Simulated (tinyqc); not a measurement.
From a target wavelength to the width: optical transitions of a finite quantum well. Three cases, with inputs chosen for the exercise.

Problem. Which width puts the e1-hh1 edge, hc/(Eg + e1 + hh1), at the wavelength below?

Each carrier sees a square well of width L with its own depth V and masses m (inside), mb (outside); c = hbar^2/2m0, k = sqrt(m E/c), kappa = sqrt(mb (V - E)/c), and level n solves k L + 2 atan[(k/m)/(kappa/mb)] = n pi. The envelope is cos(kz) for odd n and sin(kz) for even n inside, joins exp(-kappa (|z| - L/2)) outside, and is normalised to 1. Excitons and band mixing are left out.

Constants: hbar^2/2m0 = 3.80998211 eV angstrom^2; hc = 1239.841984 eV nm.

Find: e1 + hh1 needed; L; e1; hh1.

Method. Both confinement energies fall steadily with L, so their sum meets the target once; bisection in L finds it.

Case 1.

Values chosen (near those of a GaAs well in AlGaAs; shifted at random, so the results belong to these values and not to a real crystal): Eg = 1.495 eV (gap of the well); Vc = 0.146 eV (conduction offset); Vv = 0.077 eV (valence offset); me = 0.065 m0 (electron, well); meb = 0.0819 m0 (electron, barrier); mh = 0.349 m0 (heavy hole along z, well); mhb = 0.395 m0 (heavy hole, barrier).

edge wavelength = 817.591 nm

Solution.

e1 + hh1 needed = 21.5 meV
L = 137.0 angstrom
e1 = 17.4 meV
hh1 = 4.1 meV

Case 2.

Values chosen (near those of an InGaAs well in InAlAs; shifted at random, so the results belong to these values and not to a real crystal): Eg = 0.808 eV (gap of the well); Vc = 0.505 eV (conduction offset); Vv = 0.209 eV (valence offset); me = 0.0415 m0 (electron, well); meb = 0.0769 m0 (electron, barrier); mh = 0.371 m0 (heavy hole along z, well); mhb = 0.391 m0 (heavy hole, barrier).

edge wavelength = 1351.846 nm

Solution.

e1 + hh1 needed = 109.1 meV
L = 63.0 angstrom
e1 = 92.3 meV
hh1 = 16.8 meV

Case 3.

Values chosen (near those of an InGaAs well in InAlAs; shifted at random, so the results belong to these values and not to a real crystal): Eg = 0.826 eV (gap of the well); Vc = 0.492 eV (conduction offset); Vv = 0.2 eV (valence offset); me = 0.0419 m0 (electron, well); meb = 0.0739 m0 (electron, barrier); mh = 0.382 m0 (heavy hole along z, well); mhb = 0.401 m0 (heavy hole, barrier).

edge wavelength = 1289.069 nm

Solution.

e1 + hh1 needed = 135.8 meV
L = 53.0 angstrom
e1 = 114.3 meV
hh1 = 21.5 meV

Computed by tinyqc, one run a case: `OMP_NUM_THREADS=1 python tinyqc.py N N+1 out.jsonl` with N = 1281277, 1281304, 1281313; one thread of a shared Intel(R) Xeon(R) Processor @ 2.30GHz, about 0.1 s a run at most.
